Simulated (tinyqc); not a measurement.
Exchange splitting: exchange-split free-electron bands and tunnelling magnetoresistance.

Majority and minority bands E = c k^2/m -/+ Dx/2, c = hbar^2/2m0, so k_up = sqrt(m (EF + Dx/2)/c), k_dn = sqrt(m (EF - Dx/2)/c); n_s = k_s^3/(6 pi^2), D_s = m k_s/(4 pi^2 c).

Barrier: kappa = sqrt(mb phi/c), c = hbar^2/2m0. With a = k1/m, b = k2/m, w = kappa/mb, the transmission at normal incidence is T(k1, k2) = 4 a b w^2/[w^2 (a + b)^2 + (w^2 + a^2)(w^2 + b^2) sinh^2(kappa d)]. Parallel: G_P = T(up, up) + T(dn, dn); antiparallel: G_AP = 2 T(up, dn); TMR = (G_P - G_AP)/G_AP. Julliere: TMR = 2 P^2/(1 - P^2). Slonczewski factor: P_eff = P_k (w^2 - a_up a_dn)/(w^2 + a_up a_dn), P_k = (k_up - k_dn)/(k_up + k_dn).

Constants: hbar^2/2m0 = 3.80998211 eV angstrom^2.

Inputs chosen for the exercise: EF = 3.01 eV (Fermi energy above the mean band bottom); m = 1.26 m0 (mass in the electrodes); phi = 0.83 eV (barrier height above EF); mb = 0.99 m0 (mass in the barrier); d = 15 angstrom (barrier thickness).

Dx takes the listed multiples of 2 EF.

Results:

| Dx/(2 EF) | k_up | k_dn | P_k | P_eff | TMR (%) |
|---|---|---|---|---|---|
| 0.10 | 1.0464 | 0.9465 | 0.0501 | -0.0240 | 0.12 |
| 0.20 | 1.0929 | 0.8924 | 0.1010 | -0.0477 | 0.46 |
| 0.35 | 1.1592 | 0.8044 | 0.1807 | -0.0822 | 1.36 |
| 0.50 | 1.2219 | 0.7055 | 0.2679 | -0.1134 | 2.61 |
| 0.65 | 1.2816 | 0.5903 | 0.3693 | -0.1360 | 3.77 |
| 0.80 | 1.3386 | 0.4462 | 0.5000 | -0.1309 | 3.49 |
| 0.90 | 1.3753 | 0.3155 | 0.6268 | -0.0677 | 0.92 |
| 0.97 | 1.4004 | 0.1728 | 0.7803 | 0.1417 | 4.10 |

P_k rises from 0.050 to 0.780, and TMR goes from 0.12 % to 4.1 %, not steadily: its largest value is 4.10 % at 0.97 and its smallest 0.12 % at 0.1; P_eff changes sign along the table. At Dx = 2 EF the minority band is empty (a half metal) and G_AP vanishes.

(tinyqc, `OMP_NUM_THREADS=1 python tinyqc.py 1682603 1682604 out.jsonl`, Intel(R) Xeon(R) Processor @ 2.30GHz, 1 thread, shared host, about 0.01 s.)
